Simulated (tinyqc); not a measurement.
From results back to parameters: recursion (Haydock) method for the local density of states: surface site of a cubic lattice. Two cases, with inputs chosen for the exercise.

Problem. A local density has moments mu1 = a0, mu2 = a0^2 + b1^2 and, for a1 = a2 = 0, mu4 = a0^4 + 3 a0^2 b1^2 + b1^4 + b1^2 b2^2; b1^2 = (number of neighbours) t^2. The moments come from a hidden site.

Find: a0, b1, b2; neighbours.

Method. Take the moments in turn: mu1 gives a0, mu2 gives b1, mu4 gives b2.

Case 1.

Values chosen: t = 1.48 eV (hopping).

mu1, mu2, mu4 (eV^n): 0.00000  10.95200  297.46683

Solution.

a0, b1, b2 (eV): 0.000  3.309  4.026

neighbours = 5

Case 2.

Values chosen: t = 0.82 eV (hopping).

mu1, mu2, mu4 (eV^n): 0.00000  3.36200  28.03155

Solution.

a0, b1, b2 (eV): 0.000  1.834  2.231

neighbours = 5

Computed by tinyqc, one run a case: `OMP_NUM_THREADS=1 python tinyqc.py N N+1 out.jsonl` with N = 1482413, 1482572; one thread of a shared Intel(R) Xeon(R) Processor @ 2.30GHz, about 0.2 s a run at most.
